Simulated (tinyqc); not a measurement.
# Transistor under a ferroelectric capacitor (negative capacitance), static model, step by step

Numbers from tinyqc (`OMP_NUM_THREADS=1 python tinyqc.py 2860015 2860016 out.jsonl`; about 0.02 s on one thread of a shared Intel Xeon 2.30GHz). Printed values are rounded.

A ferroelectric film of thickness tf lies between the gate and an inner metal at potential v, which drives an ordinary transistor. One domain, P = Q (background permittivity neglected): Vg = v + tf (2 al Q + 4 be Q^3), al = -3 sqrt(3) Ec/(4 Pr), be = 3 sqrt(3) Ec/(8 Pr^3). Gate charge Q(v) = Qi + Cp v with the channel charge Qi = Cox n Vt ln(1 + exp((v - VT)/(n Vt))). Q in uC/cm^2, E in kV/cm; 1 nm times 1 kV/cm is 1e-4 V. Domains, leakage and the switching time are left out.

Values chosen for this exercise; Pr and Ec close to those of hafnium oxide based films: temperature T = 300 K; remanent polarisation Pr = 11 uC/cm^2; coercive field Ec = 1500 kV/cm; capacitance of the inner oxide Cox = 3.6 uF/cm^2; overlap capacitance per gate area Cp = 1.09 uF/cm^2; threshold of the inner transistor VT = 0.28 V; subthreshold factor of the inner transistor n = 1.05; ferroelectric thickness tf = 3 nm; gate voltage Vg = 0.46 V.

Constants: q = 1.602176634e-19 C, kB = 1.380649e-23 J/K, Vt = kB T/q. Results are converted to the units shown.

## Landau coefficients and capacitance at zero charge

al = -3 sqrt(3) Ec/(4 Pr), be = 3 sqrt(3) Ec/(8 Pr^3); C_FE(0) = 1/(2 al tf); far below threshold the gain is 1/(1 + 2 al tf Cp) near Q = 0 and the swing n Vt ln 10/gain.

al = -177.142 kV cm/uC
be = 0.731990 kV cm^5/uC^3
C_FE(0) = -9.40867 uF/cm^2
gain near Q = 0 = 1.13103
swing = 55.2618 mV/decade

The swing is below Vt ln 10 = 59.5 mV a decade; without the film it is 62.5.

## Gate voltage against inner potential

```
point,v (V)
0,0
1,0.1
2,0.2
3,0.3
4,0.4
5,0.5
6,0.6
7,0.7
8,0.8
```

Q(v) and Vg(v) as above. C = dQ/dv = Cox/(1 + exp(-(v - VT)/(n Vt))) + Cp; dVg/dv = 1 + C tf (2 al + 12 be Q^2); gain = dv/dVg.

```
point,Q (uC/cm^2),C (uF/cm^2),Vg (V),dVg/dv
0,0.00000,1.09012,0.000000,0.884137
1,0.10913,1.09474,0.088402,0.883680
2,0.22300,1.26953,0.176308,0.865234
3,0.43722,3.52466,0.253603,0.627157
4,0.86917,4.64722,0.308197,0.515321
5,1.33703,4.68891,0.359993,0.523727
6,1.80600,4.68997,0.413223,0.541837
7,2.27500,4.69000,0.468544,0.565489
8,2.74400,4.69000,0.526503,0.594581
```

dVg/dv is positive at all listed points; its smallest value, 0.515, means a gain of 1.94. Minimising dVg/dv over v puts the thickness at which the fold first appears at 6.19 nm.

## Iteration 1: inner potential by Newton steps

v at the start = 0.46 V

f = v + tf (2 al Q + 4 be Q^3) - Vg, f' = 1 + C tf (2 al + 12 be Q^2) with C = Cox/(1 + exp(-(v - VT)/(n Vt))) + Cp; v(new) = v - f/f'.

Q = 1.14953 uC/cm^2
f = -0.120843 V
f' = 0.518342
v after iteration 1 = 0.693134 V

## Iteration 2: inner potential by Newton steps

As before.

Q = 2.24280 uC/cm^2
f = 0.00466804 V
f' = 0.563691
v after iteration 2 = 0.684853 V

## Course of the iteration: inner potential by Newton steps

Stop when v changes by less than 1e-10 V, or after 30 iterations.

Course of the iteration:
```
iteration,v (V),|change| (V)
1,0.693134,0.233
2,0.684853,8.28e-3
3,0.684837,1.58e-5
4,0.684837,5.67e-11
```

Converged in 4 iterations. At the end the number of correct digits about doubles with each step. There dVg/dv = 0.562, a gain of 1.78.
